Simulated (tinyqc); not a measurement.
# On-chip interconnect, size-dependent resistivity and RC delay: two metals against line width

A rectangular line between two neighbours and two ground planes. Surface and grain-boundary scattering are added to the bulk resistivity as corrections; capacitances are parallel-plate values without fringing; inductance is ignored.

Metal width x = wd - 2 tl, height y = AR wd - tl; grain boundaries (Mayadas-Shatzkes): al = (lam/(gr x)) Rg/(1 - Rg), g = 1/[1 - 3 al/2 + 3 al^2 - 3 al^3 ln(1 + 1/al)] - 1; surfaces (Fuchs-Sondheimer, thick limit): s = (3/8) lam (1 - ps)(1/x + 1/y); rho = rho0 (1 + g + s); r = rho/(x y). The second metal has rho2, lam2 and tl2 in place of rho0, lam and tl; ps, Rg, gr and AR are shared.

Values chosen for this exercise; metal values close to those of tungsten:
- rho0 = 5.42 uohm cm (bulk resistivity)
- lam = 15.4 nm (bulk mean free path)
- ps = 0 (specular share of surface scattering)
- Rg = 0.36 (reflection coefficient of grain boundaries)
- gr = 1.5 (grain size over the metal width)
- AR = 2.6 (aspect ratio, height over width)
- tl = 0.7 nm (liner on both walls and the bottom, not conducting)
- sp = 36 nm (space to the neighbouring lines)
- hd = 70 nm (dielectric height to the planes above and below)
- ek = 3.9 (relative permittivity of the dielectric)
- Mf = 1 (Miller factor of the neighbours)
- rho2 = 5.2 uohm cm (bulk resistivity of the second metal (close to molybdenum))
- lam2 = 11.1 nm (mean free path of the second metal)
- tl2 = 0.3 nm (liner of the second metal)

Constants: eps0 = 8.8541878128e-12 F/m. Results are converted to the units shown.

Two metals against line width:
```
wd (nm)  rho, first (uohm cm)  rho, second (uohm cm)  r, first (ohm/um)  r, second (ohm/um)  ratio second/first
5                      28.526                 18.610             6442.3              3330.3             0.51695
6.5                    21.923                 15.268             2653.5              1559.0             0.58752
8                      18.274                 13.267             1377.5              874.56             0.63490
10                     15.359                 11.582             705.88              479.42             0.67918
13                     12.845                 10.063             334.55              242.26             0.72414
17                     10.980                 8.8955             161.80              123.56             0.76362
22                     9.6552                 8.0443             82.956              66.064             0.79637
30                     8.4895                 7.2799             38.400              31.868             0.82989
45                     7.4472                 6.5843             14.687              12.707             0.86523
70                     6.7160                 6.0895             5.3999              4.8292             0.89430
120                    6.1736                 5.7191             1.6722              1.5367             0.91899
```

What does the comparison show?

The resistivity of the first metal falls from 28.5 to 6.17 uohm cm and that of the second goes from 18.6 to 5.72 uohm cm as the line widens. The products rho0 lam, which set the size effect, are 83.5 and 57.7 uohm cm nm. The second metal has the lower resistance in every row. For widths well under the mean free path the thick-limit surface term is only a guide.

Computed by the program tinyqc: `OMP_NUM_THREADS=1 python tinyqc.py 2100101 2100102 out.jsonl`, one thread of a shared Intel Xeon 2.30GHz, about 0.01 s for the whole run.
